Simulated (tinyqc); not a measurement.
Classical nucleation, growth and JMAK kinetics of crystallisation from a melt or glass: one step, computed by the program tinyqc. Command: `OMP_NUM_THREADS=1 python tinyqc.py 3013428 3013429 out.jsonl nucl walk`. One thread of a shared host (Intel(R) Xeon(R) Processor @ 2.30GHz), about 0.01 s of CPU time with the checks.

A spherical nucleus cap on a flat wall with a sharp interface of isotropic energy gamma; lambda = Omega^(1/3) is the jump distance.

Problem. Fraction transformed and grain size. JMAK with steady nucleation and growth, nuclei spread at random: extended fraction X_e = (pi/3) I u^3 t^4, X = 1 - exp(-X_e); t_X = [-3 ln(1 - X)/(pi I u^3)]^(1/4); final grains per volume = Gamma(5/4) (3/pi)^(1/4) (I/u)^(3/4), Gamma(5/4) = 0.9064024771. Grain size = (grains per volume)^(-1/3).

Inputs (values chosen for the exercise, for a model substance): temperature T = 612 K; wall area per volume S_v = 2.6e+06 1/m; time t = 2.3 s.

Nucleation: on a flat wall. Driving force: Turnbull (linear).

nucleation rate I = 2.488372e+28 1/(m^3 s)

growth velocity u = 8.306870e-07 m/s

Give: extended fraction; fraction X at t; half time t_0.5; grains per volume; grain size.

Solution.

extended fraction = 4.180e+11

fraction X at t = 1

half time t_0.5 = 0.002610 s

grains per volume = 6.452e+25 1/m^3

grain size = 0.002493 micrometre

t is 880 half times: the change is complete. Caution: the grain size is near the critical size, where JMAK theory fails. Caution: grains come out smaller than the spacing of the walls, so nuclei are not spread at random as JMAK assumes.
